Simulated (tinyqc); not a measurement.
Heavy doping: band filling, gap narrowing, band tails and the effective intrinsic density: one step, computed by the program tinyqc.

An n-type crystal above its Mott density, with all dopants ionised: n = N_D - N_A, ionised centres N_I = N_D + N_A. Valleys are taken as spherical with mass m_e.

Problem. What optics and devices see. n = M_c (1/(2 pi^2)) (m_e/(hbar^2/2m_0))^(3/2) int sqrt(E) f dE, f = 1/(1 + exp((E - E_F)/k_B T)); trapezoid rule in t = sqrt(E/k_B T), step 0.02 up to 12; E_F by bisection from the band edge. n p/n_i^2 = exp(narrowing/k_B T) x (n/N) exp(-E_F/k_B T), N being the limit of n exp(-E_F/k_B T) far below the edge (taken at E_F = -12 k_B T); apparent narrowing = k_B T ln(n p/n_i^2).

Inputs (values chosen for the exercise, modelled on silicon):
```
quantity           value  unit
electron mass m_e   0.34   m_0
valleys M_c            6     -
hole mass m_h      0.781   m_0
temperature T         77     K
```

Conduction band: parabolic.

n = 8.46e+19 cm^-3

E_F above the band edge = 62.00543 meV

gap narrowing = 131.4140 meV

Constants: k_B = 8.617333262e-05 eV/K; hbar^2/(2 m_0) = 3.80998212 eV angstrom^2.

Give: apparent narrowing; log10(n p/n_i^2).

Solution.

apparent narrowing = 89.86 meV

log10(n p/n_i^2) = 5.881

Degeneracy takes back 41.6 meV of the 131.4 meV of narrowing, and the minority density stays above its ideal value n_i^2/n. Caution: V_rms exceeds both E_F and k_B T, so band tails reshape the edge. Caution: the screening length is well below a*, where static Thomas-Fermi screening overstates the Coulomb hole.
